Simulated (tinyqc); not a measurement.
Carbon nanotube by zone folding, step by step. Values are carried at full precision from step to step, so a last printed digit may differ when a step is redone from the rounded ones.

Circumference C = n a1 + m a2, a = sqrt3 acc; d = a sqrt(n^2 + nm + m^2)/pi; tan(theta) = sqrt3 m/(2n + m); dR = gcd(2n + m, 2m + n); T = t1 a1 + t2 a2 with t1 = (2m + n)/dR, t2 = -(2n + m)/dR, |T| = sqrt3 pi d/dR; N = 2 (n^2 + nm + m^2)/dR hexagons a cell. On cutting line mu = 0 to N - 1 at x = k|T|/(2 pi) the phases are p1 = 2 pi (-t2 mu + m x)/N, p2 = 2 pi (t1 mu - n x)/N, and E = -/+ t |1 + exp(i p1) + exp(i p2)|.

Constants: hbar^2/2m0 = 3.80998211 eV angstrom^2.

Parameters, chosen for this exercise (near those used for carbon; the results hold for these values, not for the real material): n = 8 (chiral index); m = 7 (chiral index); acc = 1.44 angstrom (bond length); t = 2.99 eV (hopping); mu = 224 (cutting line); x = -0.16 (position on the line).

## Geometry

Form d, theta, dR, t1, t2, N and |T|, and (n - m) mod 3.

d = 10.321 angstrom
theta = 27.80 degrees

dR, t1, t2, N: 1  22  -23  338

|T| = 56.160 angstrom
(n - m) mod 3 = 1

The nearest line misses K by a third of the spacing 2/d: semiconducting in zone folding; chiral, 676 atoms a cell.

## One point of one line

Form the phases and the energy.

p1, p2 (rad): 95.75128  91.63189

E of the upper band = 1.6014 eV

## Band edges

The three lowest distinct minima of E along the lines, doubled (the transition between mirror bands), against the cone: 2 t acc j/d with j = 1, 2, 4 for semiconducting and 0, 3, 3 for metallic tubes.

Transitions (eV):
```
order  zone folding    cone
1            0.8295  0.8343
2            1.6558  1.6687
3            3.1390  3.3374
```

Trigonal warping puts the first transition -0.6 % and the second -0.8 % from the cone; the two lines lie on opposite sides of K, where the contours bend oppositely. Measured optical lines also hold self-energy and exciton terms.

## Mass at the first band edge

Cone estimate: E^2 = (Eg/2)^2 + (hbar v k)^2, hbar v = 3 t acc/2, Eg = 2 t acc/d, so m/m0 = c Eg/(hbar v)^2, c = hbar^2/2m0.

hbar v = 6.4584 eV angstrom
Eg = 0.8343 eV
mass = 0.0762 m0

Computed by tinyqc, a small Python program: `OMP_NUM_THREADS=1 python tinyqc.py 1450679 1450680 out.jsonl` (the numbers bound the seed that draws the inputs); one thread of a shared host (Intel(R) Xeon(R) Processor @ 2.30GHz), about 0.03 s for the whole set of steps.
